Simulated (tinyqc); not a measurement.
Domain walls in a thin film with perpendicular anisotropy: Bloch, Neel and chiral walls, motion and stripe domains: one step, computed by the program tinyqc. Command: `OMP_NUM_THREADS=1 python tinyqc.py 3016352 3016353 out.jsonl mwall walk`. One thread of a shared host (Intel(R) Xeon(R) Processor @ 2.30GHz), about 0.01 s of CPU time with the checks.

One-dimensional wall: polar angle theta(x), azimuth phi of the moment in the wall (phi = 0 Neel, 90 degrees Bloch). mu_0 = 1.25663706212e-6 T m/A, gamma = 1.76085963023e11 rad/(s T).

Question. Walker breakdown. Field drive: steady motion v = gamma Delta B/alpha needs B = (alpha/2) [2 B_D sin(phi) - B_K sin(2 phi)] in size, B_K = 2 K_D/M_s, B_D = pi D/(2 M_s Delta), with phi moving from its rest value; the Walker field B_W is the largest value of |B_D sin(phi) - (B_K/2) sin(2 phi)| times alpha, reached at cos(phi) = [d - sqrt(d^2 + 8)]/4, d = B_D/B_K. Far above B_W/alpha, v = gamma Delta B alpha/(1 + alpha^2); this is used for all B above B_W.

Inputs (values chosen for the exercise, for a model film): saturation magnetisation M_s = 1200 kA/m; DMI constant D = 0.064 mJ/m^2; damping alpha = 0.27; field mu_0 H_z = 48 mT.

Drive: magnetic field.

K_D = 31.44591 kJ/m^3

width parameter Delta = 8.887545 nm

Give: B_K; B_D; Walker field B_W; velocity at B_W; velocity at B.

Answer.

B_K = 52.41 mT

B_D = 9.426 mT

Walker field B_W = 8.929 mT

velocity at B_W = 51.75 m/s

velocity at B = 18.90 m/s

B is above B_W: the wall moment precesses, and the far-field formula is used. Without D, B_W would be alpha B_K/2 = 7.08 mT, so D raises it 1.3 times. Caution: below about 3 B_W/alpha the mean velocity lies above the far-field formula, by a factor of roughly 1 + (B_W/(alpha B))^2/2.
